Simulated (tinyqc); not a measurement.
# Tunnelling through a two-layer gate stack, WKB transmission and Tsu-Esaki current: what changes with what

Electrons leave the emitter at x = 0. Energies E (motion across the layers) are in eV from the emitter Fermi level; the collector Fermi level lies at -V and offers states at every E. No charge in the dielectric and no image force: F1 = V/(t1 + t2 eps1/eps2), F2 = F1 eps1/eps2; U = phi1 - F1 x in layer 1 and phi2 - F1 t1 - F2 (x - t1) in layer 2. With C = hbar^2/(2 m0), kappa = sqrt(m (U - E)/C) where U > E and 0 elsewhere; T(E) = exp(-S), S = 2 times the integral of kappa over x.

Values chosen for this exercise; layer 1 close to silicon dioxide, layer 2 close to aluminium oxide:
```
symbol  value  unit                                                        meaning
T         400     K                                                    temperature
Ef       0.11    eV              Fermi energy of the emitter above its band bottom
me          1    m0                            emitter mass in the supply function
phi1     3.17    eV  barrier of layer 1 above the emitter Fermi level at zero bias
m1       0.48    m0                                     tunnelling mass of layer 1
t1        1.1    nm                                           thickness of layer 1
eps1     3.87                                     relative permittivity of layer 1
phi2     2.59    eV                                barrier of layer 2 at zero bias
m2       0.41    m0                                     tunnelling mass of layer 2
t2          2    nm                                           thickness of layer 2
eps2     8.65                                     relative permittivity of layer 2
V         0.6     V                                  voltage across the dielectric
```

Constants: q = 1.602176634e-19 C, kB = 1.380649e-23 J/K, hbar = 1.054571817e-34 J s, m0 = 9.1093837015e-31 kg, Vt = kB T/q, hbar^2/(2 m0) = 0.0380998212 eV nm^2. Results are converted to the units shown.

Each table varies one quantity; the others keep the values above.

## Current against voltage

Each layer adds (2/F) sqrt(m/C) [G(u at its left edge) - G(u at its right edge)] to S, with u = U - E (0 where negative) and G(u) = (2/3) u^1.5. J = J0 times the integral of T(E) N(E) dE, N = ln[(1 + exp(-E/Vt))/(1 + exp((-E - V)/Vt))], J0 = q^2 me m0 kB T/(2 pi^2 hbar^3) (times 1e-4 for A/cm^2 per eV), from E = -Ef to far above the barrier (T = 1 there), by quadrature converged to the digits shown.

Current against voltage:

| V (V) | S at E = 0 | T(E = 0) | J (A/cm^2) | mean E of the current (eV) |
|---|---|---|---|---|
| 0.2 | 34.26 | 1.326e-15 | 1.255e-7 | -0.03765 |
| 0.49 | 33.11 | 4.187e-15 | 3.964e-7 | -0.03711 |
| 0.77 | 31.94 | 1.340e-14 | 1.257e-6 | -0.03619 |
| 1.06 | 30.67 | 4.769e-14 | 4.424e-6 | -0.03505 |
| 1.35 | 29.32 | 1.840e-13 | 1.686e-5 | -0.03361 |
| 1.64 | 27.87 | 7.858e-13 | 7.089e-5 | -0.03171 |
| 1.92 | 26.34 | 3.624e-12 | 3.213e-4 | -0.02909 |
| 2.21 | 24.57 | 2.136e-11 | 0.001853 | -0.02441 |
| 2.5 | 22.45 | 1.780e-10 | 0.01528 | -0.01135 |

J rises from 1.25e-7 to 0.0153 A/cm^2, by 1.72 decades a volt between the first two rows and 3.16 between the last two. In every row the band edge stays above E = 0, so all is direct tunnelling at the Fermi level. In 2 of the 9 rows the field exceeds 10 MV/cm (up to 12.5), more than most dielectrics sustain; the model ignores breakdown.

## Effect of the barrier height

Same model as above.

Effect of the barrier height:

| phi1 (eV) | S at E = 0 | T(E = 0) | J (A/cm^2) | mean E of the current (eV) |
|---|---|---|---|---|
| 1.6 | 28.47 | 4.319e-13 | 3.940e-5 | -0.03317 |
| 1.89 | 29.37 | 1.751e-13 | 1.612e-5 | -0.03423 |
| 2.17 | 30.18 | 7.851e-14 | 7.278e-6 | -0.03501 |
| 2.46 | 30.95 | 3.623e-14 | 3.379e-6 | -0.03564 |
| 2.74 | 31.65 | 1.797e-14 | 1.684e-6 | -0.03615 |
| 3.03 | 32.34 | 9.038e-15 | 8.510e-7 | -0.03658 |
| 3.31 | 32.97 | 4.808e-15 | 4.544e-7 | -0.03694 |
| 3.6 | 33.59 | 2.574e-15 | 2.442e-7 | -0.03726 |

What does the comparison show?

J falls from 3.94e-5 to 2.44e-7 A/cm^2, on average 1.10 decades for each eV, while S rises from 28.5 to 33.6.

## Effect of the thickness t1 at fixed voltage

Same model as above.

Effect of the thickness t1 at fixed voltage:

| t1 (nm) | S at E = 0 | T(E = 0) | J (A/cm^2) | mean E of the current (eV) |
|---|---|---|---|---|
| 0.7 | 27.93 | 7.389e-13 | 7.202e-5 | -0.03959 |
| 0.89 | 30.17 | 7.876e-14 | 7.556e-6 | -0.03827 |
| 1.07 | 32.30 | 9.370e-15 | 8.861e-7 | -0.03698 |
| 1.26 | 34.55 | 9.844e-16 | 9.174e-8 | -0.03559 |
| 1.44 | 36.69 | 1.159e-16 | 1.066e-8 | -0.03423 |
| 1.63 | 38.96 | 1.207e-17 | 1.096e-9 | -0.03275 |
| 1.81 | 41.10 | 1.413e-18 | 1.266e-10 | -0.03131 |
| 2 | 43.37 | 1.464e-19 | 1.296e-11 | -0.02973 |

J falls from 7.20e-5 to 1.30e-11 A/cm^2: 5.15 decades a nanometre between the first two rows and 5.21 between the last two. The exponent S alone gives dS/dt/ln 10 = 5.12 and 5.18. In 1 of the 8 rows a layer is thinner than 0.8 nm, a few atomic planes, where an effective mass is a rough description.

Numbers from tinyqc (`OMP_NUM_THREADS=1 python tinyqc.py 2540154 2540155 out.jsonl`; about 0.05 s on one thread of a shared Intel Xeon 2.30GHz).
